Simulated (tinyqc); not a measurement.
MOS capacitor on a p-type substrate, surface potential from the exact charge relation: one step of the calculation.

Uniform p-type substrate, Boltzmann statistics, full ionisation, classical densities. psi is the surface potential against the body (positive when the bands bend down) and u = psi/Vt. Traps are spread evenly over the gap and neutral at flat band, so their charge is -q Dit psi; the minority quasi-Fermi level is shifted by Vb.

Problem. Charges, field and capacitances at the solution. ni = sqrt(Nc Nv) exp(-Eg/(2 Vt)), Eg in volts; phiF = Vt ln(N/ni); Cox = eps0 eox/tox; Vfb = phiM - chi - (Eg - Vt ln(Nv/N)) - q Nf/Cox; Q0 = sqrt(2 eps0 eps_r q N Vt); r = (ni/N)^2 exp(-Vb/Vt); VT = Vfb + [(2 phiF + Vb)(1 + q Dit/Cox) + sqrt(2 eps0 eps_r q N (2 phiF + Vb))/Cox].

u = psi/Vt; F^2 = exp(-u) + u - 1 + r (exp(u) - u - 1); Qs = -sign(u) Q0 F; Cs = -dQs/dpsi = (Q0/Vt) |1 - exp(-u) + r (exp(u) - 1)|/(2 F). Low frequency: 1/C_LF = 1/Cox + 1/(Cs + q Dit). High frequency, in the simple estimate in which traps and minority carriers do not follow: 1/C_HF = 1/Cox + 1/Cd, Cd being Cs with r = 0 at the same psi. Minority sheet density N_inv = (Q0/(2 q)) int_0^u r (exp(t) - 1)/F(t) dt for u > 0. Oxide field |Qs - q Dit psi + q Nf|/(eps0 eox).

Inputs (values chosen for the exercise); band and dielectric values close to those of silicon: temperature T = 300 K; band gap Eg = 1.1 eV; relative permittivity eps_r = 11.8; conduction-band density of states at T Nc = 2.76e19 cm^-3; valence-band density of states at T Nv = 2.68e19 cm^-3; acceptor density of the substrate N = 2.8e16 cm^-3; relative permittivity of the gate insulator (close to silicon nitride) eox = 7.4; insulator thickness tox = 5.9 nm; fixed charge at the interface, in units of q Nf = 0 cm^-2; density of interface traps Dit = 0 cm^-2 eV^-1; reverse bias of the inversion layer against the body Vb = 0 V.

Constants: q = 1.602176634e-19 C, kB = 1.380649e-23 J/K, Vt = kB T/q, eps0 = 8.8541878128e-14 F/cm where lengths are in cm. Results are converted to the units shown.

converged psi = -0.14744084 V

Give: Qs; N_inv; oxide field; Cs; C_LF/Cox; C_HF/Cox.

Solution.

Qs = 266.5 nC/cm^2
N_inv = 0 cm^-2
oxide field = 0.4068 MV/cm
Cs = 5.255 uF/cm^2
C_LF/Cox = 0.8255
C_HF/Cox = 0.8255

The surface is in accumulation (borders at |psi| = 0, phiF + Vb and 2 phiF + Vb = 0.744 V).

Numbers from tinyqc (`OMP_NUM_THREADS=1 python tinyqc.py 2060010 2060011 out.jsonl`; about 0.01 s on one thread of a shared Intel Xeon 2.30GHz).
